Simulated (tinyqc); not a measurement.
Haynes-Shockley experiment: drift, diffusion and decay of a minority-carrier pulse: one step, computed by the program tinyqc. Command: `OMP_NUM_THREADS=1 python tinyqc.py 3112679 3112680 out.jsonl haynes walk`. One thread of a shared host (Intel(R) Xeon(R) Processor @ 2.30GHz), about 0.01 s of CPU time with the checks.

A thin sheet of excess carriers is made at x = 0, t = 0 in a long uniform bar; injection is low, so the pulse moves with the minority mobility.

Question. The signal at the collector. dn(x, t) = N0/sqrt(4 pi D t) exp(-(x - v t)^2/(4 D t) - t/tau). At fixed x the signal peaks where d ln(dn)/dt = 0: a t^2 + t/2 - x^2/(4 D) = 0 with a = v^2/(4 D) + 1/tau. The full width at half maximum is found by solving dn(x, t) = peak/2 on both sides of the peak.

Inputs (values chosen for the exercise, modelled on electrons in p-type silicon in a lightly doped bar):
```
quantity                     value         unit
lifetime tau                    50  microsecond
temperature T                  300            K
distance d to the collector   0.94           cm
injected sheet density N0    2e+09       1/cm^2
```

drift velocity v = 3857 cm/s

D = 34.38316 cm^2/s

Give: time of the peak t_p; peak density; width at half maximum.

Answer.

time of the peak t_p = 221.9 microsecond

peak density = 6.054e+07 1/cm^3

width at half maximum = 69.20 microsecond
